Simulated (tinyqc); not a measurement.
Changing the photon flux entering: surface photovoltage measurement of the minority-carrier diffusion length in a wafer. Computed by tinyqc, a small Python program. Command: `OMP_NUM_THREADS=1 python tinyqc.py 3130204 3130205 out.jsonl spv sweep`. One thread of a shared host (Intel(R) Xeon(R) Processor @ 2.30GHz), about 0.01 s of CPU time with the checks.

Low injection, steady light, a depletion layer much thinner than 1/alpha and L. The excess density dn is taken at the front edge of the neutral region; light that reaches the back is lost.

Inputs (values chosen for the exercise, modelled on p-type silicon at room temperature):
```
quantity                                             value        unit
diffusion length L                                     160  micrometre
wafer thickness W                                      300  micrometre
diffusivity D                                         24.7      cm^2/s
front recombination velocity S_f                      2000        cm/s
back recombination velocity S_b                       3800        cm/s
minority density at the surface barrier scale n_0  1.4e+09      1/cm^3
temperature T                                          298           K
wavelength                                             969          nm
```

Constants: k_B = 8.617333262e-05 eV/K.

Method:
- alpha = (84.732/lambda - 76.417)^2 per cm with lambda in micrometre (an empirical fit for silicon between 0.7 and 1.05 micrometre).
- Thick wafer: dn = Phi L/((S_f + D/L)(L + 1/alpha)). Finite wafer, with s = S_b L/D, w = W/L, a = alpha L: dn = [Phi a/(a^2 - 1)] [a - B - exp(-alpha W)(a - s)/(cosh w + s sinh w)]/(S_f + B D/L), B = (sinh w + s cosh w)/(cosh w + s sinh w).
- Photovoltage V = (k_B T/e) ln(1 + dn/n_0). Lifetime = L^2/D.

One run for each value:
```
photon flux entering (1/(cm^2 s))  photovoltage V (mV)  dn, finite wafer (1/cm^3)
1.00e+10                                    3.3191e-02                 1.8107e+06
1.00e+11                                    3.3000e-01                 1.8107e+07
1.00e+12                                    3.1234e+00                 1.8107e+08
1.00e+13                                    2.1315e+01                 1.8107e+09
1.00e+14                                    6.7648e+01                 1.8107e+10
1.00e+15                                    1.2506e+02                 1.8107e+11
1.00e+16                                    1.8401e+02                 1.8107e+12
```

What does the table show, and why?

Over the rows, photovoltage V (mV) rises from 0.0332 to 184 (exponent d ln y / d ln x 1.00 between the first rows and 0.17 between the last); dn, finite wafer (1/cm^3) rises from 1.81e6 to 1.81e12 (exponent d ln y / d ln x about 1.0 throughout). At the low end the exponent of photovoltage V is 1.00, close to 1: the linear range.

Caution (rows 1.00e12, 1.00e13, 1.00e14, 1.00e15, 1.00e16): dn is not small against n_0, so V is not linear in the flux; the constant-flux reading then needs dn, not V.

Extremes, crossings and ranges named in words are read from the listed rows.
